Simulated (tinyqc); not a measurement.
Gain against electron density: polytypes and stacking faults of a tetrahedral semiconductor in an axial Ising model with couplings up to third neighbours. Computed by tinyqc, a small Python program. Command: `OMP_NUM_THREADS=1 python tinyqc.py 3013567 3013568 out.jsonl polytype walk`. One thread of a shared host (Intel(R) Xeon(R) Processor @ 2.30GHz), about 0.01 s of CPU time with the checks.

Each double layer has s = +1 or -1 for the sense of its stacking step; E per pair of atoms = E0 - sum_n J_n <s_i s_(i+n)>, n = 1, 2, 3. Hexagonality h = (1 - <s_i s_(i+1)>)/2.

Inputs (values chosen for the exercise, of the order of those of GaN for J, a, G and the gaps):
```
quantity                                    value      unit
J1                                          -4.95  meV/pair
J2                                          -0.36  meV/pair
J3                                           0.07  meV/pair
basal lattice constant a                     3.19  angstrom
binding energy of the fault level E_b        0.13        eV
in-plane mass m                              0.45        m0
effective density of states N_c at 300 K  1.4e+19    1/cm^3
temperature T                                 450         K
```

Host polytype: 2H.

Constants: 1 eV/angstrom^2 = 16.02176634 J/m^2; m_0 = 9.1093837015e-31 kg; hbar = 1.054571817e-34 J s; k_B = 1.380649e-23 J/K; k_B = 8.617333262e-05 eV/K.

Method. Faults in 2H: the sequences I1 (+), I2 (++), E (+++) are put between perfect repeats; k_n = (layers x C_n of the host) - sum_i s_i s_(i+n). gamma = sum k_n J_n/A, A = (sqrt 3/2) a^2; 1 meV/angstrom^2 = 16.02177 mJ/m^2. The fault binds electrons in a two-dimensional band E_b below the conduction edge, g2 = m m0/(pi hbar^2) for one valley. With the Fermi level held by the bulk, eta = ln[n/N_c(T)], N_c(T) = N_c (T/300)^1.5, the grand potential falls by g2 (k_B T)^2 F1(x), x = eta + E_b/(k_B T), F1(x) = integral from 0 to infinity of ln(1 + exp(x - t)) dt; sheet density g2 k_B T ln(1 + e^x). Band bending by the trapped charge is left out, so the gain is an upper bound.

fault coefficients k_n:
```
    J1  J2  J3
I1  -2   4  -6
I2  -4   4  -4
E   -6   4  -6
```

energy of the glide fault, I2 = 32.8698 mJ/m^2

At T:
```
n (1/cm^3)        x  sheet density (1/cm^2)  gain (mJ/m^2)  gain/gamma  gain/gamma at T + 200 K
1.00e+14    -9.1052              8.0973e+08     5.0309e-05  1.5306e-06               6.5574e-07
1.00e+15    -6.8026              8.0933e+09     5.0297e-04  1.5302e-05               6.5571e-06
1.00e+16    -4.5000              8.0531e+10     5.0172e-03  1.5264e-04               6.5537e-05
1.00e+17    -2.1974              7.6788e+11     4.8979e-02  1.4901e-03               6.5204e-04
1.00e+18     0.1052              5.4460e+12     4.0677e-01  1.2375e-02               6.2172e-03
5.00e+18     1.7146              1.3705e+13     1.3325e+00  4.0540e-02               2.6391e-02
2.00e+19     3.1009              2.2925e+13     2.9022e+00  8.8294e-02               7.4414e-02
```

What follows from these numbers?

For x well below 0 the gain is k_B T times the sheet density and linear in n; for x well above 0 the well fills and the gain grows only about as x^2. It stays below the fault energy in all rows; 200 K more changes it by a factor 0.43 at 1e16.
